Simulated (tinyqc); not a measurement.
Double-gate transistor, scale length and short-channel effects: two steps of the calculation.

A body of thickness ts between two insulators of thickness ti and two tied gates. Below threshold the potential that source and drain add obeys Laplace's equation and vanishes on the gate. Its lowest mode decays along the channel as exp(-k y); k is the smallest positive root of the matching condition at the interface, and the scale length is Lambda = pi/k.

Inputs (values chosen for the exercise); permittivities: semiconductor close to that of In0.53Ga0.47As, insulator close to that of silicon nitride:
- eps_r = 14.1 (relative permittivity of the semiconductor)
- ei = 7.81 (relative permittivity of the insulator)
- ti = 2.9 nm (insulator thickness)
- ts = 6.8 nm (body thickness)

Problem 1. Scan of the matching condition. f(k) = ei cos(k ti) cos(k ts/2) - eps_r sin(k ti) sin(k ts/2).

k, point 0 to 7 (1/nm): 0.03375  0.0675  0.10125  0.135  0.16875  0.2025  0.23625  0.27

Find: f(k).

Solution 1.

f(k), point 0 to 7: 7.564  6.836  5.660  4.088  2.192  0.057  -2.221  -4.539

The first change of sign lies between k = 0.2025 and 0.23625 1/nm.

Problem 2. Scale length against simple estimates. Lambda = pi/k and l = 1/k. A parabolic potential across the structure gives l(parabolic) = sqrt((eps_r/(2 ei)) ts ti (1 + ei ts/(4 eps_r ti))).

k = 0.20335922 1/nm

Find: Lambda; l; l(parabolic).

Solution 2.

Lambda = 15.448 nm
l = 4.9174 nm
l(parabolic) = 4.8560 nm

Numbers from tinyqc (`OMP_NUM_THREADS=1 python tinyqc.py 2420161 2420162 out.jsonl`; about 0.01 s on one thread of a shared Intel Xeon 2.30GHz).
